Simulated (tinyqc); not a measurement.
Trap density from swing and capacitance.

Inverse problem. In an MOS structure at one bias the subthreshold swing is S = Vt ln 10 (1 + (Cd + q Dit)/Cox) and 1/C_HF = 1/Cox + 1/Cd, Cox = 3.9 eps0/EOT. Find Cd and Dit.

Inputs (values chosen for the exercise): temperature T = 300 K; equivalent oxide thickness EOT = 23 nm.

Constants: q = 1.602176634e-19 C, kB = 1.380649e-23 J/K, Vt = kB T/q, eps0 = 8.8541878128e-14 F/cm where lengths are in cm. Results are converted to the units shown.

S = 296.56415 mV/decade
C_HF = 62.970154 nF/cm^2

Solution. C_HF gives Cd, and the swing gives Cd + q Dit.

Cd = 108 nF/cm^2
Dit = 3.05e12 cm^-2 eV^-1

tinyqc, about 0.01 s, one thread, Intel Xeon 2.30GHz (shared host): `OMP_NUM_THREADS=1 python tinyqc.py 2030012 2030013 out.jsonl`
